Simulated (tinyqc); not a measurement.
p-n junction with a stepped n side, non-linear Poisson equation by Newton steps: one step of the calculation.

One dimension, p side on the left, n side on the right; net doping C = -Na for x < 0, +N1 for 0 < x < L1 and +Nd beyond. The potential psi is counted from the intrinsic level, and the quasi-Fermi potentials are flat: 0 for holes and -V for electrons, so n = ni exp((psi + V)/Vt) and p = ni exp(-psi/Vt) (Boltzmann statistics, full ionisation, no current). Under reverse bias this makes the minority densities vanishingly small everywhere; they play no part in the charge.

Task. Newton step. Solve the tridiagonal system a_(i-1) d_(i-1) + b_i d_i + a_i d_(i+1) = -F_i for nodes 1 to 17, with d = 0 on fixed nodes. If the largest |d| exceeds 4 Vt, the whole step is scaled down so that it equals 4 Vt.

Parameters, values chosen for the exercise: temperature T = 300 K.

Constants: q = 1.602176634e-19 C, kB = 1.380649e-23 J/K, Vt = kB T/q. Results are converted to the units shown.

| interval | coupling a_i (F/cm^2) |
|---|---|
| 0 | 2.2418050e-7 |
| 1 | 2.5086865e-7 |
| 2 | 2.7727588e-7 |
| 3 | 3.1173028e-7 |
| 4 | 3.4659485e-7 |
| 5 | 3.8595178e-7 |
| 6 | 4.3006055e-7 |
| 7 | 4.7893107e-7 |
| 8 | 3.6458420e-7 |
| 9 | 2.7800748e-7 |
| 10 | 2.0989011e-7 |
| 11 | 1.6209975e-7 |
| 12 | 1.2251725e-7 |
| 13 | 9.3243217e-8 |
| 14 | 7.1192456e-8 |
| 15 | 5.4033249e-8 |
| 16 | 4.1319543e-8 |
| 17 | 3.0989657e-8 |

| node | diagonal b (F/cm^2) | residual F (C/cm^2) |
|---|---|---|
| 1 | -4.7691270e-7 | -2.2097209e-7 |
| 2 | -5.2814543e-7 | -1.9866988e-7 |
| 3 | -5.8900616e-7 | -1.7830624e-7 |
| 4 | -6.5832513e-7 | -1.5943260e-7 |
| 5 | -7.3254663e-7 | -1.4329067e-7 |
| 6 | -8.1601233e-7 | -1.2863876e-7 |
| 7 | -9.0899162e-7 | -1.1547688e-7 |
| 8 | -8.4351527e-7 | 3.3028070e-8 |
| 9 | -6.4259168e-7 | 4.3345287e-8 |
| 10 | -4.8789759e-7 | 5.7166463e-8 |
| 11 | -3.7198986e-7 | 7.4751153e-8 |
| 12 | -2.8461700e-7 | 9.7981112e-8 |
| 13 | -2.1576047e-7 | 1.2912743e-7 |
| 14 | -1.6443567e-7 | 5.6452694e-8 |
| 15 | -1.2522570e-7 | 7.4188789e-8 |
| 16 | -9.5352792e-8 | 9.7332231e-8 |
| 17 | -7.2309200e-8 | 1.2869484e-7 |

| node | psi at the start (V) |
|---|---|
| 0 | -0.4544373 |
| 1 | -0.2364755 |
| 2 | -0.0417011 |
| 3 | 0.1345233 |
| 4 | 0.2912703 |
| 5 | 0.4322499 |
| 6 | 0.5588532 |
| 7 | 0.6724716 |
| 8 | 0.7744963 |
| 9 | 0.9085196 |
| 10 | 1.0842803 |
| 11 | 1.3170821 |
| 12 | 1.6185186 |
| 13 | 2.0173424 |
| 14 | 2.5413782 |
| 15 | 3.2277260 |
| 16 | 4.1320357 |
| 17 | 5.3145944 |
| 18 | 6.8913394 |

Give: Newton step d, before damping; psi after iteration 1.

Result.

| node | Newton step d, before damping (V) |
|---|---|
| 1 | -2.604 |
| 2 | -4.070 |
| 3 | -4.679 |
| 4 | -4.649 |
| 5 | -4.162 |
| 6 | -3.354 |
| 7 | -2.329 |
| 8 | -1.168 |
| 9 | 0.267 |
| 10 | 1.993 |
| 11 | 4.006 |
| 12 | 6.152 |
| 13 | 8.192 |
| 14 | 9.487 |
| 15 | 10.390 |
| 16 | 10.207 |
| 17 | 7.613 |

| node | psi after iteration 1 (V) |
|---|---|
| 0 | -0.4544 |
| 1 | -0.2624 |
| 2 | -0.0822 |
| 3 | 0.0880 |
| 4 | 0.2450 |
| 5 | 0.3908 |
| 6 | 0.5255 |
| 7 | 0.6493 |
| 8 | 0.7629 |
| 9 | 0.9112 |
| 10 | 1.1041 |
| 11 | 1.3570 |
| 12 | 1.6797 |
| 13 | 2.0989 |
| 14 | 2.6358 |
| 15 | 3.3311 |
| 16 | 4.2336 |
| 17 | 5.3904 |
| 18 | 6.8913 |

Numbers from tinyqc (`OMP_NUM_THREADS=1 python tinyqc.py 2000012 2000013 out.jsonl`; about 0.04 s on one thread of a shared Intel Xeon 2.30GHz).
